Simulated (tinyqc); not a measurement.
Worked calculation: donor or exciton in a quantum well (variational effective-mass method). Computed by tinyqc, a small Python program that keeps every step. Command: `OMP_NUM_THREADS=1 python tinyqc.py 3021047 3021048 out.jsonl welldonor walk`. One thread of a shared host (Intel(R) Xeon(R) Processor @ 2.30GHz), about 0.2 s of CPU time with the checks. Intermediate numbers are printed to about 6 digits and carried at full precision; extremes and crossings named in words are read from the listed rows.

H = -nabla^2 - 2/|r - r_i| + V(z) in effective units; trial function psi = f(z) exp(-|r - r_i|/lambda), f the ground state of the well. Mass and screening are the same in well and barrier; l = L/a* is the width in effective units. Bands are flat: no polarisation or applied field.

Inputs (values chosen for the exercise, modelled on CdTe):
```
quantity                               value  unit
electron mass m                       0.0972   m_0
dielectric constant eps                 9.96     -
well width L                              15    nm
trial radius lambda                     0.46    a*
donor position z_i/L from the centre     0.2     -
barrier height V_0                      0.16    eV
```

Centre: donor. Barriers: finite.

Constants: Ry = 13.605693123 eV; a_0 = 0.529177210903 angstrom.

## Effective units

Ry* = Ry m/eps^2, a* = a_0 eps/m; l = L/a*.

mass used = 0.0972 m_0

Ry* = 13.3312 meV

a* = 5.42243 nm

l = 2.76629

## The subband

k solves k tan(k l/2) = sqrt(v - k^2), v = V_0/Ry*, 0 < k l/2 < pi/2 (bisection); f = cos(k z) inside and cos(k l/2) exp(-kappa (|z| - l/2)) outside, kappa = sqrt(v - k^2); subband energy k^2 Ry*.

k = 0.937543 1/a*

subband energy = 11.7179 meV

kappa = 3.33511 1/a*

## Binding at the trial radius

Binding E_b(lambda) = -1/lambda^2 + 4 A/(lambda B), with A = int f^2 exp(-2 s/lambda) dz, B = int f^2 exp(-2 s/lambda)(1 + 2 s/lambda) dz and s = |z - z_i|; 40 Gauss-Legendre points on each piece between the walls at z = -l/2 and l/2 and z_i, and out to 12/(kappa + 1/lambda) beyond the walls.

A = 0.328501 a*

B = 0.625286 a*

E_b(lambda) = -0.157534 Ry*

## Best radius

Golden-section search for the maximum over lambda from 0.3 to 4, 40 steps.

best lambda = 1.04887 a*

binding in Ry* = 1.32848

binding energy = 17.7102 meV

radius lambda a* = 5.68740 nm

Confinement changes the binding by a factor 1.328 against the bulk value (with finite barriers it peaks in a narrow well and returns to 1 as L tends to 0, and away from the walls of a wide well it tends to 1).

## Binding against well width

Each row maximises over lambda (golden section, 0.3 to 4).

Against width:
```
L (nm)  lambda (a*)  binding (Ry*)  binding (meV)
1.2         0.90203        1.74900        23.3163
2.2         0.87886        1.90558        25.4036
4.5         0.91634        1.82807        24.3703
8.2         0.98918        1.58911        21.1846
15.0        1.04887        1.32848        17.7102
27.0        1.04763        1.14428        15.2546
48.0        1.02188        1.05366        14.0465
```

The binding peaks at 1.906 Ry* near L = 2.2 nm: in narrower wells the envelope leaks into the barriers and returns towards three dimensions. In the widest well it is 1.054 Ry*. Rows under about 2 nm are a few atomic layers, where the envelope model is only a guide.

## Binding against position

The formulas are those given above.

Against position:
```
z_i/L  lambda (a*)  binding (Ry*)  binding (meV)
0.0        1.02851        1.46285        19.5016
0.1        1.03180        1.42968        19.0593
0.2        1.04887        1.32848        17.7102
0.3        1.10902        1.15905        15.4515
0.4        1.28349        0.94475        12.5946
0.5        1.61438        0.75217        10.0273
```

From the centre to the wall the binding falls from 19.502 to 10.027 meV, 51 % of the centre value, since the walls keep the electron away from an off-centre ion; uniform doping thus gives a band of levels 9.474 meV wide, with a peak in its density at the centre value, where the slope vanishes.

Checks made by the program: the wide-well limit, 1 Ry* (relative difference 3e-03).
